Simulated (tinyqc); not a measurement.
# Worked calculation: bandgap voltage reference from two bipolar transistors

Numbers from tinyqc (`OMP_NUM_THREADS=1 python tinyqc.py 2062132 2062133 out.jsonl`; about 0.03 s on one thread of a shared Intel Xeon 2.30GHz). Printed values are rounded.

Two transistors of area 1 and N carry the same current I. Is(T) = Is (T/T0)^eta exp[(Vg0 q/kB)(1/T0 - 1/T)], VBE1 = Vt ln(I/Is(T)) + I rb, VBE2 = Vt ln(I/(N Is(T))) + I rb/N. The amplifier forces I R1(T) = VBE1 - VBE2 + Vos, with R(T) = R (1 + tc (T - T0)) for both resistors, and the output is Vref = VBE1 + I R2(T). Base currents and the Early effect are neglected.

Inputs (values chosen for the exercise); values of the order met in silicon bipolar transistors: reference temperature T0 = 300 K; band-gap voltage extrapolated to 0 K Vg0 = 1.202 V; temperature exponent of the saturation current eta = 3.5; saturation current of the unit transistor at T0 Is = 1.1e-18 A; area ratio of the second transistor N = 15; resistor across which the difference of VBE falls, at T0 R1 = 30 kohm; temperature coefficient of both resistors tc = 0 ppm/K; offset of the amplifier Vos = 2.9 mV; series resistance of the unit transistor rb = 0 ohm; output resistor at T0 R2 = 242 kohm; temperature T = 333 K.

Constants: q = 1.602176634e-19 C, kB = 1.380649e-23 J/K. Results are converted to the units shown.

## Operating point at the reference temperature

Vt = kB T/q; I = (Vt ln N + Vos)/(R1(T) - rb (1 - 1/N)). Evaluate at T = T0.

Vt = 0.0258520 V
I = 2.43028 uA
Is(T) = 1.1e-18 A
VBE1 = 0.734810 V
I R2 = 0.588129 V
Vref = 1.32294 V

## Operating point at another temperature

Vt = kB T/q; I = (Vt ln N + Vos)/(R1(T) - rb (1 - 1/N)).

Vt = 0.0286957 V
I = 2.68698 uA
Is(T) = 1.58892e-16 A
VBE1 = 0.675819 V
I R2 = 0.650250 V
Vref = 1.32607 V

From T0 to T, VBE1 changes by -59.0 mV and I R2 by 62.1 mV, which leaves 3.13 mV in Vref.

## Resistor for zero slope at T0, ideal case

With tc = 0, Vos = 0 and rb = 0 the current is proportional to T, dVBE/dT = (VBE - Vg0 - (eta - 1) Vt)/T, and Vref has zero slope at T0 when Vref = Vg0 + (eta - 1) Vt0. Find VBE1, its slope, that Vref, R2/R1 and the curvature d2Vref/dT2 = -(eta - 1) kB/(q T0).

VBE1 = 0.733761 V
dVBE/dT = -1.77623 mV/K
Vref = 1.26663 V
R2/R1 = 7.61149
curvature = -0.718111 uV/K^2
